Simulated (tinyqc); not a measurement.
From one set of inputs to another, one input at a time: microkinetic model of low-temperature epitaxy from hydride gases: adsorption, hydrogen desorption and rate control. Computed by tinyqc, a small Python program. Command: `OMP_NUM_THREADS=1 python tinyqc.py 3013690 3013691 out.jsonl hepi ladder`. One thread of a shared host (Intel(R) Xeon(R) Processor @ 2.30GHz), about 0.02 s of CPU time with the checks.

Each hydride molecule needs two free sites and leaves four hydrogen atoms, of which two leave at once as H2; theta is the hydrogen coverage, the site density is 6.78 per nm^2 and one layer is 1.358 angstrom thick.

The inputs printed are set A. Inputs not listed in the table keep their values of set A, so the rows need not describe a real material.

Inputs (values chosen for the exercise, close to those used for silane on Si(001)): silane pressure p_S = 0.036 Pa; sticking prefactor of silane s0 = 0.039; adsorption barrier E_s = 0.11 eV; desorption prefactor nu_d = 8.7e+12 1/s; desorption energy on silicon E_d = 2.03 eV; hydrogen carrier pressure p_H = 0 Pa; sticking of hydrogen s_H = 1.7e-08; temperature T = 690 C.

Film: silicon. Order of hydrogen desorption: first.

Constants: k_B = 8.617333262e-05 eV/K; u = 1.6605390666e-27 kg; k_B = 1.380649e-23 J/K.

Method:
- Flux per site F = p/(sqrt(2 pi M k_B T) x 6.78e18 per m^2), M = 32.12 u (silane), 2.016 u (hydrogen); s = s0 exp(-E_s/(k_B T)); k_S = s F_S = k; k_H = s_H F_H; k_d = nu_d exp(-E_d/(k_B T)).
- Temperatures in kelvin are T(C) + 273.15.
- With k the hydride and k_H the hydrogen adsorption rate on free pairs and k_d the desorption rate, steady state: 2 (k + k_H)(1 - theta)^2 = k_d theta; growth rate R = k (1 - theta)^2 layers/s; 1 layer/s = 8.148 nm/min.
- With c = 2 (k + k_H)/k_d the free share is 1 - theta = 2/(1 + sqrt(1 + 4c)).
- X_i = d ln R/d ln k_i at fixed other constants. With f = 1 - theta and a = 2/f + 1/theta: d ln f/d ln k_d = 1/(a f), so X_d = 2/(a f), X_k = 1 - X_d k/(k + k_H), X_H = -X_d k_H/(k + k_H); they sum to 1.

Each row keeps all changes above it:
```
input moved                                                                         from             to  growth rate G (nm/min)  hydrogen coverage theta  X_d (desorption)
set A                                                                                  -              -                   6.611                  0.00782           0.01551
desorption prefactor nu_d (1/s) and desorption energy on silicon E_d (eV)  8.7e+12, 2.03  9.1e+12, 2.16                   6.268                  0.03392           0.06562
sticking prefactor of silane s0                                                    0.039          0.062                   9.597                  0.05194           0.09874
temperature T (C)                                                                    690            650                   7.790                  0.13021           0.23041
silane pressure p_S (Pa)                                                           0.036          0.063                  11.674                  0.19512           0.32652
```

Where does the difference come from?

Growth rate G goes from 6.61 to 11.7, a factor 1.77 in all. The largest single move comes from sticking prefactor of silane s0 (a factor 1.53), and temperature T works against it (a factor 0.812). Hydrogen coverage theta goes from 0.00782 to 0.195, a factor 25.0 in all. The largest single move comes from desorption prefactor nu_d with desorption energy on silicon E_d (a factor 4.34). X_d (desorption) goes from 0.0155 to 0.327, a factor 21.1 in all. The largest single move comes from desorption prefactor nu_d with desorption energy on silicon E_d (a factor 4.23). The single moves hold for this order of the switches; the total does not depend on the order.

Extremes, crossings and ranges named in words are read from the listed rows.
